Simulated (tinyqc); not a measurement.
A square-lattice strip 2 sites wide in a magnetic flux, recursive Green functions: one step of the calculation.

The device has N = 4 slices of 2 site(s), nearest-neighbour hopping -t, and site energies U; the leads are semi-infinite continuations with site energy 0 and no flux. The hopping from slice i to i + 1 inside the device carries the phase exp(2 pi i f j) on row j = 1, 2, ...: V = <i+1|H|i> = -t diag(exp(2 pi i f j)).

Question. Self-energy of the leads. Transverse modes n = 1..2: chi_n(j) = sqrt(2/3) sin(pi n j/3), energy e_n = -2 t cos(pi n/3). Sigma = t^2 sum_n chi_n chi_n^T g(E - e_n), g(x) = (x - i sqrt(4 t^2 - x^2))/(2 t^2) for |x| < 2 t and (x - sign(x) sqrt(x^2 - 4 t^2))/(2 t^2) otherwise; Gamma = i (Sigma - Sigma^dagger); both leads give the same.

Values chosen for this exercise:
- t = 0.6 eV (hopping (matrix element -t))
- E = 0.72 eV (energy)

Give: Sigma; Gamma; open modes.

Answer.

Sigma (eV):
```
,1,2
1,0.2225-0.2985i,0.1625+0.2985i
2,0.1625+0.2985i,0.2225-0.2985i
```

Gamma (eV):
```
,1,2
1,0.5970,-0.5970
2,-0.5970,0.5970
```

open modes = 1

Computed by the program tinyqc: `OMP_NUM_THREADS=1 python tinyqc.py 2660046 2660047 out.jsonl`, one thread of a shared Intel Xeon 2.30GHz, about 0.01 s for the whole run.
